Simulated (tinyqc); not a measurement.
Landau-Devonshire theory of a uniaxial ferroelectric. From one set of inputs to another, one input at a time. Computed by tinyqc, a small Python program. Command: `OMP_NUM_THREADS=1 python tinyqc.py 3000886 3000887 out.jsonl ferro ladder`. One thread of a shared host (Intel(R) Xeon(R) Processor @ 2.30GHz), about 0.01 s of CPU time with the checks.

G(P) = (alpha/2) P^2 + (beta*/4) P^4 + (gamma/6) P^6 - E P per volume, SI units, one domain, P along the polar axis, which is normal to the film.

The inputs printed are set A. Inputs not listed in the table keep their values of set A, so the rows need not describe a real material.

Inputs (values chosen for the exercise, modelled on barium titanate): alpha_0 = 654000 J m/(C^2 K); Curie-Weiss temperature T0 = 381 K; beta = -7.71e+08 J m^5/C^4; gamma = 1.66e+10 J m^9/C^6; temperature T = 305 K; misfit strain u_m = -0.0086; electrostriction Q12 = -0.043 m^4/C^2; compliance s11 + s12 = 5.6e-12 m^2/N; gradient coefficient g = 4.5e-11 J m^3/C^2.

Sample: epitaxial film.

Constants: eps_0 = 8.8541878128e-12 F/m.

Method:
- alpha = alpha_0 (T - T0*), with clamping: T0* = T0 + 4 Q12 u_m/(alpha_0 (s11 + s12)), beta* = beta + 4 Q12^2/(s11 + s12).
- Ps^2 = [-beta* + sqrt(beta*^2 - 4 alpha gamma)]/(2 gamma).
- chi = 1/(eps_0 G''), G'' = alpha + 3 beta* P^2 + 5 gamma P^4 at Ps. Ps, chi and the coercive field are for perfect screening, without a depolarising field. The intrinsic coercive field is |alpha P + beta* P^3 + gamma P^5| at the P_c where G'' = 0. 1 C/m^2 = 100 microcoulomb/cm^2.
- With the term (g/2) (dP/dx)^2, (g/2) P'^2 = G(P) - G(Ps) across the wall: energy = int_(-Ps)^(Ps) sqrt(2 g [G(P) - G(Ps)]) dP (40 Gauss-Legendre points); width = 2 Ps over the slope at P = 0, sqrt(2 |G(Ps)|/g). Elastic coupling inside the wall is left out.

Each row keeps all changes above it:
```
input moved                               from         to  intrinsic coercive field (MV/m)  wall width (nm)  well depth G(Ps) (MJ/m^3)
set A                                        -          -                             54.8            0.953                     -12.08
temperature T (K)                          305        409                             39.8            1.081                      -8.19
beta (J m^5/C^4)                    -771000000  698000000                             29.5            1.140                      -5.21
gradient coefficient g (J m^3/C^2)     4.5e-11    3.7e-11                             29.5            1.033                      -5.21
compliance s11 + s12 (m^2/N)           5.6e-12    3.9e-12                             46.8            0.855                      -8.98
alpha_0 (J m/(C^2 K))                   654000    1930000                             40.3            0.904                      -7.45
electrostriction Q12 (m^4/C^2)          -0.043      -0.03                             25.5            1.109                      -4.45
Curie-Weiss temperature T0 (K)             381        810                            227.7            0.482                     -65.59
```

Where does the difference come from?

Intrinsic coercive field goes from 54.8 to 228, a factor 4.15 in all. The largest single move comes from Curie-Weiss temperature T0 (a factor 8.94), and electrostriction Q12 works against it (a factor 0.632). Wall width goes from 0.953 to 0.482, a factor 0.506 in all. The largest single move comes from Curie-Weiss temperature T0 (a factor 0.435), and electrostriction Q12 works against it (a factor 1.23). Well depth G(Ps) goes from -12.1 to -65.6, -53.5 in all. The largest single move comes from Curie-Weiss temperature T0 (-61.1). The single moves hold for this order of the switches; the total does not depend on the order.

Caution (rows set A, compliance s11 + s12, Curie-Weiss temperature T0): far below T0* the expansion with linear alpha(T) is only a fit. Caution (rows compliance s11 + s12): the strain shifts T0 by more than 500 K here, which is beyond the range where constant coefficients hold. Caution (rows Curie-Weiss temperature T0): a wall under 0.8 nm, some two lattice spacings, wide is outside the continuum picture.

Extremes, crossings and ranges named in words are read from the listed rows.
